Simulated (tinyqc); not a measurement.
From results back to parameters: trap in a gate oxide as a short-range spherical well. Three cases, with inputs chosen for the exercise.

Problem. In the Lucovsky model sigma goes as (h nu - Et)^(3/2)/(h nu)^3. The ratio of the cross-sections at h1 and h2 was computed from a hidden Et.

Find: Et.

Method. y = [ratio (h1/h2)^3]^(2/3), and Et = (h1 - y h2)/(1 - y): the plot of (sigma (h nu)^3)^(2/3) against h nu is a line through Et.

Case 1.

Values chosen (out of a larger set: near those of SiO2 on 4H SiC; not measured data): h1 = 3.515 eV (first photon energy); h2 = 6.56 eV (second photon energy).

sigma(h1)/sigma(h2) = 0.568318

Solution.

Et = 2.768 eV

Case 2.

Values chosen (out of a larger set: near those of SiO2 on Si; not measured data): h1 = 2.958 eV (first photon energy); h2 = 5.842 eV (second photon energy).

sigma(h1)/sigma(h2) = 0.406452

Solution.

Et = 2.486 eV

Case 3.

Values chosen (out of a larger set: near those of HfO2 on Si; not measured data): h1 = 1.389 eV (first photon energy); h2 = 2.343 eV (second photon energy).

sigma(h1)/sigma(h2) = 0.306164

Solution.

Et = 1.208 eV

Computed by tinyqc, one run a case: `OMP_NUM_THREADS=1 python tinyqc.py N N+1 out.jsonl` with N = 1252263, 1252267, 1252283; one thread of a shared Intel(R) Xeon(R) Processor @ 2.30GHz, about 0.01 s a run at most.
